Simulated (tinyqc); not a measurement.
Interpolating the pair or each band alone: Wannier functions of a composite (isolated) pair of valence bands (bonds of an sp chain).

Each atom has a hybrid pointing left (<) and right (>). H(k): diagonal +V3 on A, -V3 on B; <A<|A>> = -V1a, <B<|B>> = -V1b, <A>|B<> = -V2, <B>|A<> = -V2p exp(ik); k in 1/a, Bloch sums with exp(ikR). The two lowest bands are filled. Trial functions in cell 0: g1 = cos(c) A> + sin(c) B<, and g2 = sin(c) B> + cos(c) A< of cell 1, whose Bloch vector has cos(c) exp(-ik) on A<. Projection A_mn = <psi_m|g_n>, S = A^+ A, Loewdin U = A S^(-1/2), Bloch-like states w_n = sum_m psi_m U_mn, H_W(k) = U^+ diag(E) U. P = sum_m |psi_m><psi_m| is free of phase choices, and S = g^+ P g, w = P g S^(-1/2).

Parameters, chosen for this exercise:
- V2 = 4.57 eV (coupling in the bond A-B inside the cell)
- V2p = 2.93 eV (coupling in the bond to the next cell)
- V1a = 0.78 eV (coupling of the two hybrids on A)
- V1b = 1.68 eV (the same on B)
- V3 = 1.57 eV (A at +V3, B at -V3)
- c = 65 degrees (trial bonds cos(c) on A, sin(c) on B)

Largest error on 25 points from 0 to pi. Pair: diagonalise the Hermitian part of sum_R exp(ikR) H(R) over the N cells nearest the origin, with H(R) the mean of exp(-ikR) H_W(k) on the mesh k = 2 pi j/N. Alone: the cosine series of each sorted band on the same mesh.

Errors (meV):

| N | pair | each band alone |
|---|---|---|
| 3 | 7.07930 | 11.20105 |
| 5 | 0.24613 | 0.96314 |
| 6 | 0.01175 | 0.05707 |
| 8 | 0.00049 | 0.00563 |
| 10 | 0.00003 | 0.00051 |
| 14 | 0.00000 | 0.00001 |

Give the missing row, N = 4.

Computed row:
```
N     pair  each band alone
4  0.29958          0.74317
```

smallest spacing of the two filled bands = 2.3702 eV

At N = 6 the pair errs by 0.012 meV and the single bands by 0.057; at N = 10, 2.5e-05 against 0.00051. Both fall exponentially: the pair at a rate tied to the gap to the empty bands (5.32 eV), the single bands at a slower one tied to their own spacing (2.370 eV at the closest). Not every column falls at every step, since even meshes hold k = pi and odd ones do not.

Run: tinyqc, `OMP_NUM_THREADS=1 python tinyqc.py 1451083 1451084 out.jsonl`; Intel(R) Xeon(R) Processor @ 2.30GHz, one thread, shared host; about 0.3 s of CPU time with all checks.
